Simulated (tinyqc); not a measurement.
# Carrier lifetime of an n-type layer with SRH, radiative, Auger and surface recombination: what changes with what

Uniform excess density dn = dp (no trapping), n = n0 + dn, p = p0 + dn, Boltzmann statistics, full ionisation. Surfaces enter as a rate 2 S dn/d, which holds while diffusion to them is fast.

Parameters, values chosen for the exercise; band and dielectric values close to those of 4H silicon carbide: temperature T = 300 K; band gap Eg = 3.27 eV; conduction-band density of states at T Nc = 1.73e19 cm^-3; valence-band density of states at T Nv = 2.54e19 cm^-3; radiative coefficient B = 1.52e-12 cm^3/s; donor density N = 3.9e14 cm^-3; Auger coefficient (two electrons) Cn = 4.8e-31 cm^6/s; Auger coefficient (two holes) Cp = 2.7e-31 cm^6/s; trap density Nt = 1.7e13 cm^-3; capture cross-section for electrons sn = 2e-17 cm^2; capture cross-section for holes sp = 2e-16 cm^2; thermal velocity (both carriers) vth = 1e7 cm/s; trap level below the conduction band Et = 1.73 eV; surface recombination velocity (both faces) S = 100 cm/s; sample thickness d = 20 um.

Constants: q = 1.602176634e-19 C, kB = 1.380649e-23 J/K, Vt = kB T/q. Results are converted to the units shown.

Each table varies one quantity; the others keep the values above.

## Lifetime against injection

ni = sqrt(Nc Nv) exp(-Eg/(2 Vt)), Eg in volts; majority density N/2 + sqrt(N^2/4 + ni^2), n0 p0 = ni^2; n1 = Nc exp(-Et/Vt), p1 = Nv exp((Et - Eg)/Vt); tn0 = 1/(sn vth Nt), tp0 = 1/(sp vth Nt). With e = n p - ni^2 = dn (n0 + p0 + dn): U_SRH = e/(tp0 (n + n1) + tn0 (p + p1)), U_rad = B e, U_Aug = (Cn n + Cp p) e, U_s = 2 S dn/d. Each tau is dn over its rate; tau = dn/U with U the sum.

The same in every row: tau_s (s) = 1.0000e-5.

Results:
```
dn (cm^-3)  tau_SRH (s)  tau_rad (s)  tau_Aug (s)    tau (s)  radiative share (%)  largest path
1e11          2.9487e-5    0.0016865       13.688  7.4346e-6              0.44084       surface
1e12          3.0164e-5    0.0016826       13.608  7.4768e-6              0.44436       surface
1e14          8.9436e-5    0.0013426       7.7834  8.9345e-6              0.66544       surface
1e15          2.4101e-4    4.7331e-4      0.76763  9.4106e-6               1.9883       surface
1e16          3.1249e-4    6.3320e-5     0.012520  8.3982e-6               13.263       surface
1e17          3.2239e-4    6.5534e-6    1.3248e-4  3.7988e-6               57.967     radiative
1e18          3.2341e-4    6.5764e-7    1.3325e-6  4.2120e-7               64.047     radiative
1e19          3.2352e-4    6.5787e-8    1.3332e-8  1.1073e-8               16.832         Auger
```

Estimate the missing row, dn = 1e13 cm^-3.

Computed row:
```
dn (cm^-3)  tau_SRH (s)  tau_rad (s)  tau_Aug (s)    tau (s)  radiative share (%)  largest path
1e13          3.6765e-5    0.0016447       12.840  7.8242e-6              0.47571       surface
```

With this row back in the table: Surface recombination leads at dn = 1e11, radiative from 1e17, Auger from 1e19 on. The total lifetime goes from 7.43e-6 through a maximum of 9.41e-6 (at dn = 1e15 among the rows listed) to 1.11e-8 s. tau_SRH goes from 2.95e-5 s (low-injection limit 2.94e-5 s) to 3.24e-4 s (high-injection limit tn0 + tp0 = 3.24e-4 s). Between the last two rows tau_rad goes as dn^(-1.00) and tau_Aug as dn^(-2.00); the radiative share goes from 0.441 through a maximum of 64.0 (at dn = 1e18 among the rows listed) to 16.8 %. For dn = 1e19 the carriers are degenerate, where B and the Auger coefficients no longer stay constant.

## Effect of the capture cross-section for electrons at dn = 1e13 cm^-3

Same model as above.

Here dn = 1e13 cm^-3.

The same in every row: tau_rad (s) = 0.001645; tau_Aug (s) = 12.84; tau_s (s) = 1.000e-5.

Results:
```
sn (cm^2)  tau_SRH (s)   tau (s)  radiative share (%)  largest path
2e-19         7.647e-4  9.812e-6               0.5966       surface
2e-18         1.029e-4  9.064e-6               0.5511       surface
2e-17         3.676e-5  7.824e-6               0.4757       surface
2e-16         3.015e-5  7.475e-6               0.4545       surface
2e-14         2.942e-5  7.429e-6               0.4517       surface
2e-13         2.941e-5  7.429e-6               0.4517       surface
```

Estimate the missing row, sn = 2e-15 cm^2.

Computed row:
```
sn (cm^2)  tau_SRH (s)   tau (s)  radiative share (%)  largest path
2e-15         2.949e-5  7.434e-6               0.4520       surface
```

With this row back in the table: Surface recombination leads at sn = 2e-19 and in all other rows. tau_SRH falls from 7.65e-4 to 2.94e-5 s and the total lifetime falls from 9.81e-6 to 7.43e-6 s.

Numbers from tinyqc (`OMP_NUM_THREADS=1 python tinyqc.py 2300006 2300007 out.jsonl`; about 0.01 s on one thread of a shared Intel Xeon 2.30GHz).
